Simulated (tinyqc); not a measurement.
# Read current of a NAND string, cells in series solved by shooting: effects of single changes

Cells in series, numbered from 0 at the source line (0 V) to the bit line, each followed by a gap resistance Rg. A cell with gate Vg, threshold VT, source Vs and drain Vd passes I = 2 nf K Vt^2 [F(Vs) - F(Vd)]/(1 + th max(Vg - VT, 0)), F(V) = ln^2(1 + exp((Vg - VT - nf V)/(2 nf Vt))). The selected cell has Vg = Vr, the others Vg = Vp.

Parameters, values chosen for the exercise; values of the order met in vertical NAND strings:
```
symbol  value    unit                                 meaning
T         300       K                             temperature
K          23  uA/V^2                   gain factor of a cell
nf        2.3                                    slope factor
th       0.19     1/V               mobility reduction factor
Rg        1.8    kohm     resistance of the gap between cells
Vbl       0.4       V                        bit-line voltage
Vp        7.5       V                            pass voltage
Ve       -1.7       V             threshold of an erased cell
Vh        4.4       V          threshold of the highest state
Vx        1.3       V          threshold of the selected cell
Is         50      nA                         sensing current
Vr        2.2       V  read voltage on the selected word line
```

Constants: q = 1.602176634e-19 C, kB = 1.380649e-23 J/K, Vt = kB T/q. Results are converted to the units shown.

Each table varies one quantity; the others keep the values above.

## Read current against the number of cells

For a trial current I start at 0 V and, cell by cell, solve for the drain: sqrt(F(Vd)) = sqrt(F(Vs) - I/k), k = 2 nf K Vt^2/(1 + th max(Vg - VT, 0)), Vd = [Vg - VT - 2 nf Vt ln(exp(sqrt F) - 1)]/nf, then add I Rg. The string current is the I for which the last node reaches Vbl. The apparent threshold is the Vr at which I = Is. Background: all other cells erased (VT = Ve) or all in the highest state (VT = Vh); ratio and shift are high over erased and high minus erased. The selected cell is in the middle, cell n/2.

Read current against the number of cells:
columns A: n; B: I, others erased (uA); C: I, others high (uA); D: ratio; E: apparent VT, erased (V); F: apparent VT, high (V); G: background shift (mV)
```
A         B        C       D      E      F      G
8     1.714    1.262  0.7366  1.340  1.345  4.366
16    1.130   0.7461  0.6603  1.347  1.356  8.765
32   0.6675   0.4076  0.6106  1.361  1.379  17.66
64   0.3660   0.2133  0.5827  1.389  1.425  35.87
96   0.2520   0.1444  0.5730  1.417  1.471  54.66
128  0.1921   0.1091  0.5680  1.445  1.519  74.08
192  0.1302  0.07330  0.5630  1.501  1.617  116.0
```

With erased neighbours the current falls from 1.71 to 0.130 uA, as n^(-0.60) between the first two rows and n^(-0.96) between the last two (-1 once the series resistance rules). The ratio falls from 0.737 to 0.563 and the background shift rises from 4.37 to 116 mV.

## Effect of the pass voltage

Same model as above.

The string has 128 cells and the selected one is cell 64.

Result of one run:
columns A: Vp (V); B: I, others erased (uA); C: I, others high (uA); D: ratio; E: apparent VT, erased (V); F: apparent VT, high (V); G: background shift (mV)
```
A       B        C       D      E      F      G
6  0.1798  0.06002  0.3337  1.452  1.654  201.8
```

What becomes of these results when the pass voltage Vp is changed from 6 to 6.5 V, all else the same?

Result of the changed run:
columns A: Vp (V); B: I, others erased (uA); C: I, others high (uA); D: ratio; E: apparent VT, erased (V); F: apparent VT, high (V); G: background shift (mV)
```
A         B        C       D      E      F      G
6.5  0.1843  0.07916  0.4296  1.449  1.577  128.3
```

The whole series:
columns A: Vp (V); B: I, others erased (uA); C: I, others high (uA); D: ratio; E: apparent VT, erased (V); F: apparent VT, high (V); G: background shift (mV)
```
A         B        C       D      E      F      G
6    0.1798  0.06002  0.3337  1.452  1.654  201.8
6.5  0.1843  0.07916  0.4296  1.449  1.577  128.3
7    0.1883  0.09530  0.5060  1.447  1.542  94.86
7.5  0.1921   0.1091  0.5680  1.445  1.519  74.08
8    0.1956   0.1211  0.6190  1.443  1.503  59.91
8.5  0.1988   0.1315  0.6614  1.441  1.491  49.69
```

As Vp goes from 6 to 8.5 V, the current with erased neighbours rises from 0.180 to 0.199 uA, that with high neighbours rises from 0.0600 to 0.131 uA and the ratio rises from 0.334 to 0.661. The background shift falls from 202 to 49.7 mV. A higher pass voltage also disturbs erased cells more, which this model leaves out.

Computed by the program tinyqc: `OMP_NUM_THREADS=1 python tinyqc.py 2142072 2142073 out.jsonl`, one thread of a shared Intel Xeon 2.30GHz, about 0.8 s for the whole run.
